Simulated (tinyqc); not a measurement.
Thin-film transistor with exponential tail and deep states, accumulation layer: one step of the calculation.

An undoped film in accumulation, thicker than the space-charge layer. With band bending psi the Fermi level lies E0 - psi below the band edge. Free electrons n = n0 exp(psi/Vt) carry the current; electrons in two exponential distributions of traps, a = a0 exp(psi/Va) and d = d0 exp(psi/Vp), do not. Linear regime, ohmic contacts, traps in equilibrium.

Task. Surface potential by Newton steps. Va = kB Tt/q, Vp = kB Td/q. G(psi) = sum over the three kinds of c0 [V (exp(psi/V) - 1) - psi], field F = sqrt(2 q G/(eps0 eps_r)); Vg = psi + eps0 eps_r F/Ci at the surface. f = psi + eps0 eps_r F/Ci - Vg, f' = 1 + q rho/(Ci F) with rho = sum c0 (exp(psi/V) - 1); psi(new) = psi - f/f'.

Parameters, values chosen for the exercise; values close to those of amorphous indium gallium zinc oxide: temperature T = 270 K; relative permittivity of the semiconductor eps_r = 10; characteristic temperature of the tail Tt = 410 K; characteristic temperature of the deep states Td = 1680 K; gate capacitance Ci = 17 nF/cm^2; gate voltage above flat band Vg = 10 V.

Constants: q = 1.602176634e-19 C, kB = 1.380649e-23 J/K, Vt = kB T/q, eps0 = 8.8541878128e-14 F/cm where lengths are in cm. Results are converted to the units shown.

psi after iteration 1 = 0.48841374 V
n0 = 1.5416620e9 cm^-3
a0 = 4.4366751e12 cm^-3
d0 = 2.0025898e15 cm^-3

Find: F; f; f'; psi after iteration 2.

Result.

F = 277.11 kV/cm
f = 4.9214 V
f' = 223.67
psi after iteration 2 = 0.46641 V

Program tinyqc, `OMP_NUM_THREADS=1 python tinyqc.py 2610001 2610002 out.jsonl`; Intel Xeon 2.30GHz, shared host, one thread, about 0.01 s.
